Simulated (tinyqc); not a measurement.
# Thickness of the second layer from the transmission

Problem. A two-layer stack carries the voltage V: F1 = V/(t1 + t2 eps1/eps2), F2 = F1 eps1/eps2; U = phi1 - F1 x in layer 1 and phi2 - F1 t1 - F2 (x - t1) in layer 2. T = exp(-S) at E = 0, C = hbar^2/(2 m0). Each layer adds (2/F) sqrt(m/C) [G(u at its left edge) - G(u at its right edge)] to S, with u = U - E (0 where negative) and G(u) = (2/3) u^1.5. Find t2, known to lie between 0.3 and 6 nm, and F1.

Parameters, values chosen for the exercise:
```
symbol,value,unit,meaning
phi1,2.96,eV,barrier of layer 1 above the emitter Fermi level at zero bias
m1,0.5,m0,tunnelling mass of layer 1
t1,0.6,nm,thickness of layer 1
eps1,4.05,,relative permittivity of layer 1
phi2,1.46,eV,barrier of layer 2 at zero bias
m2,0.21,m0,tunnelling mass of layer 2
eps2,21.2,,relative permittivity of layer 2
V,1.2,V,voltage across the dielectric
```

Constants: q = 1.602176634e-19 C, hbar = 1.054571817e-34 J s, m0 = 9.1093837015e-31 kg, hbar^2/(2 m0) = 0.0380998212 eV nm^2. Results are converted to the units shown.

T at E = 0 = 3.6931706e-9

Answer. Over that range S rises steadily with t2, so S = -ln T has one root, found by bisection.

t2 = 3.500 nm
F1 = 9.459 MV/cm

Computed by the program tinyqc: `OMP_NUM_THREADS=1 python tinyqc.py 2540059 2540060 out.jsonl`, one thread of a shared Intel Xeon 2.30GHz, about 0.04 s for the whole run.
